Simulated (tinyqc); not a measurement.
Inside a calculation: propagation of a band-gap error through k.p and effective-mass formulas. Values are carried at full precision from step to step, so a last printed digit may differ when a step is redone from the rounded ones.

Chain, for a gap E (the reference Eg or another value), with Ep and Dso kept: 1/me = 1 + Ep (E + 2 Dso/3)/(E (E + Dso)); g* = 2 - 2 Ep Dso/(3 E (E + Dso)); g1(E) = g1 + (Ep/3)(1/E - 1/Eg), g2(E) = g2 + (Ep/6)(1/E - 1/Eg), light hole 1/(g1 + 2 g2), heavy hole 1/(g1 - 2 g2) along [100]; optical constant ei(E) = 1 + (ei - 1)(EP/(EP + E - Eg))^2, static e0(E) = ei(E) + e0 - ei.

Constants: Ry = 13.60569312 eV; a0 (Bohr radius) = 0.5291772105 angstrom; kB = 8.617333262e-05 eV/K; hbar^2/2m0 = 3.80998211 eV angstrom^2.

Parameters, chosen for this exercise (reference values near those of CdTe, gap at low temperature; the results hold for these values, not for the real material): Eg = 1.606 eV (gap at Gamma to the s-like level); Dso = 0.926 eV (spin-orbit splitting); Ep = 18.8 eV (Kane energy); g1 = 5.29 (Luttinger gamma1); g2 = 1.7 (gamma2); e0 = 10.07 (static dielectric constant); ei = 7.12 (optical dielectric constant); EP = 5.4 eV (mean (Penn) gap); Eg2 = 1.783 eV (a wrong gap, of the size a hybrid functional can give); mh = 0.45 m0 (density-of-states mass of the holes); T = 77 K (temperature); k = 0.048 1/angstrom (wave vector).

## Masses, g factor and screening for both gaps

Evaluate the chain at Eg and at Eg2.

Band values at the two gaps:

| quantity | at Eg | at Eg2 | ratio |
|---|---|---|---|
| me | 0.08866 | 0.09669 | 1.091 |
| g* | -0.8541 | -0.4028 | - |
| g1 | 5.290 | 4.903 | 0.927 |
| g2 | 1.700 | 1.506 | 0.886 |
| light hole | 0.1151 | 0.1263 | 1.098 |
| heavy hole | 0.5291 | 0.5291 | 1.000 |
| ei | 7.120 | 6.738 | 0.946 |
| e0 | 10.07 | 9.688 | 0.962 |

The gap is off by a factor of 1.11; the electron mass follows with 1.09 and the light hole with 1.10, while the heavy hole, which does not couple to the conduction level, keeps its value. The optical constant changes less, by -5 %, as it answers to the mean gap, which shifts by the same +0.18 eV on a base of 5.4 eV. g* moves by +0.45; remote bands, left out here, shift it by tenths or, where it is large, by some per cent.

## Binding energies and densities for both gaps

Donor: R = Ry me/e0^2, a_B = a0 e0/me, Mott density (0.26/a_B)^3. Nc, Nv = 2 (m kT/(4 pi c))^(3/2), c = hbar^2/2m0, ni = sqrt(Nc Nv) exp(-E/2kT). Exciton: Ry mu/e0^2 with 1/mu = 1/me + g1(E). 1 angstrom^-3 = 1e24 cm^-3.

Use the values of the table.

Results:

| quantity | at Eg | at Eg2 | ratio |
|---|---|---|---|
| R (meV) | 11.90 | 14.02 | 1.18 |
| a_B (angstrom) | 60.10 | 53.02 | 0.882 |
| Mott density (cm^-3) | 8.095e+16 | 1.179e+17 | 1.46 |
| Nc (cm^-3) | 8.614e+16 | 9.810e+16 | 1.14 |
| ni (cm^-3) | 8.066e-36 | 1.388e-41 | 1.72e-06 |
| exciton (meV) | 8.098 | 9.509 | 1.17 |

Power laws carry the error on: the donor energy (me/e0^2) by a factor of 1.18, the Mott density (cube of me/e0) by 1.46. ni, with its exponential, changes by a factor of 1.72e-06, that is 5.8 decades.

## A scissor shift and what it does not mend

A rigid shift D = Eg - Eg2 of the conduction band restores the gap but leaves the curvature, so the mass stays me(Eg2); redoing the sum 1/m = 1 + Ep (E + 2 Dso/3)/(E (E + Dso)) with E = Eg and the same Ep gives another mass. For optics, eps2 at the edge goes as |p|^2/E^2: a rigid shift keeps the dipole elements p/E, while shifting the energies under unchanged p scales eps2 by (Eg2/Eg)^2.

shift D = -0.177 eV
mass under a rigid shift = 0.0967 m0
mass from the sum with the corrected gap = 0.0887 m0
factor on eps2 if p is left unscaled = 1.233

The rigid shift leaves the mass off by a factor of 1.09. The mass from the corrected gap is the reference me(Eg) here, because the exercise keeps Ep fixed; a real correction of the gap depends on k and changes Ep as well.

## Far from the edge the relative error shrinks

Two-level dispersion E(k) = sqrt(E^2/4 + Ep c k^2) - E/2 at k/4, k, 4k for both gaps, c = hbar^2/2m0.

Energies above the edge:

| k (1/angstrom) | at Eg (eV) | at Eg2 (eV) | ratio |
|---|---|---|---|
| 0.01200 | 0.0064 | 0.0058 | 0.901 |
| 0.04800 | 0.0969 | 0.0882 | 0.910 |
| 0.19200 | 1.0095 | 0.9619 | 0.953 |

The ratio tends to Eg/Eg2 = 0.90 at k = 0 and goes from 0.901 to 0.953: at large k both curves approach the same slope sqrt(Ep c), while their distance in eV grows towards |Eg - Eg2|/2.

## Checks

- Chain at E = Eg against the inputs g1, g2, ei, e0: they agree to 1e-10 or better.

tinyqc: `OMP_NUM_THREADS=1 python tinyqc.py 1851048 1851049 out.jsonl`; about 0.01 s, one thread, shared Intel(R) Xeon(R) Processor @ 2.30GHz.
